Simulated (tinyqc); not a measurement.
Inside a calculation: conduction-band anticrossing with a localised impurity level. Values are carried at full precision from step to step, so a last printed digit may differ when a step is redone from the rounded ones.

Host conduction band EM(k) = Eg - al x + c k^2/mM, c = hbar^2/2m0, coupled to a flat level EI by V = C sqrt(x): H = [[EM, V], [V, EI]], E+/- = (EM + EI)/2 +/- sqrt((EM - EI)^2/4 + V^2). The host weight of a state at E is f = 1/(1 + V^2/(E - EI)^2), and its mass at k = 0 is mM/f. The gap is E-(0), the valence top staying at 0.

Constants: hbar^2/2m0 = 3.80998211 eV angstrom^2.

Values chosen for the exercise (host near InP; the results hold for these values, not for the real material): Eg = 1.399 eV (gap at Gamma to the s-like level); mM = 0.0793 m0 (mass of the host band); EI = 1.612 eV (impurity level, from the valence top of the host); C = 2.96 eV (coupling); al = 1.33 eV (linear shift of the host edge); x = 0.0023 (impurity fraction); k = 0.001 1/angstrom (wave vector).

## The two levels at k = 0

Give EM, V, both levels, their host weights, the gap and the mass of the band at the gap.

EM(0) = 1.3959 eV
V = 0.1420 eV

E-, E+ (eV): [1.3256, 1.6824]

host weights: [0.8028, 0.1972]

gap = 1.3256 eV
mass of E- = 0.0988 m0

The gap is 73 meV below that of the host, 319 meV per 1 % of impurity. V/|EM - EI| = 0.66; second-order perturbation theory would shift the host level by V^2/(EM - EI) = -93 meV, the exact shift is -70 meV.

## The levels at one k

Fill in the matrix and give levels and weights.

H (eV), rows host, impurity and columns alike:
```
[[1.3960, 0.1420],
 [0.1420, 1.6120]]
```

E-, E+ (eV): [1.3256, 1.6824]

host weights: [0.8028, 0.1972]

## Dispersion

Seven points from k = 0 to 0.12 1/angstrom.

Levels (eV):
```
k (1/angstrom)      EM      E-      E+  host weight of E-
0.000           1.3959  1.3256  1.6824              0.803
0.020           1.4152  1.3408  1.6863              0.785
0.040           1.4728  1.3843  1.7005              0.720
0.060           1.5689  1.4469  1.7340              0.575
0.080           1.7034  1.5086  1.8069              0.347
0.100           1.8764  1.5502  1.9382              0.159
0.120           2.0878  1.5729  2.1269              0.071
```

E- flattens towards EI = 1.612 eV, which it cannot cross: its width is bounded by 0.286 eV, of which 86 % is used up at the last point. The unmixed host band crosses EI at k = 0.0671 1/angstrom, where the splitting is smallest, 2V = 0.284 eV.

## Checks

- Closed form against diagonalisation: they agree to 1e-10 or better.
- Mass mM/f against the curvature of the band: both 0.09878.

Run: tinyqc, `OMP_NUM_THREADS=1 python tinyqc.py 1081323 1081324 out.jsonl`; Intel(R) Xeon(R) Processor @ 2.30GHz, one thread, shared host; about 0.01 s of CPU time with all checks.
